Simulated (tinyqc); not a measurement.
Contact resistivity and sheet resistance from two contact lengths.

Inverse problem. Rc = [sqrt(rc Rsh)/Wc] coth(Lc/(2 LT)), LT = sqrt(rc/Rsh), Wc = 30 nm; the second contact is twice as long as the first. Find LT, rc and Rsh.

Rc for Lc = 24 and 48 nm (ohm): 543.681600  295.138750

Answer. With t = tanh(Lc/(2 LT)) for the shorter contact, the resistance of the longer over that of the shorter is (1 + t^2)/2. Then sqrt(rc Rsh) = Rc t Wc, and rc and Rsh follow by multiplying and dividing by LT.

LT = 39.79 nm
rc = 1.900e-9 ohm cm^2
Rsh = 120.0 ohm

Program tinyqc, `OMP_NUM_THREADS=1 python tinyqc.py 2170163 2170164 out.jsonl`; Intel Xeon 2.30GHz, shared host, one thread, about 0.08 s.
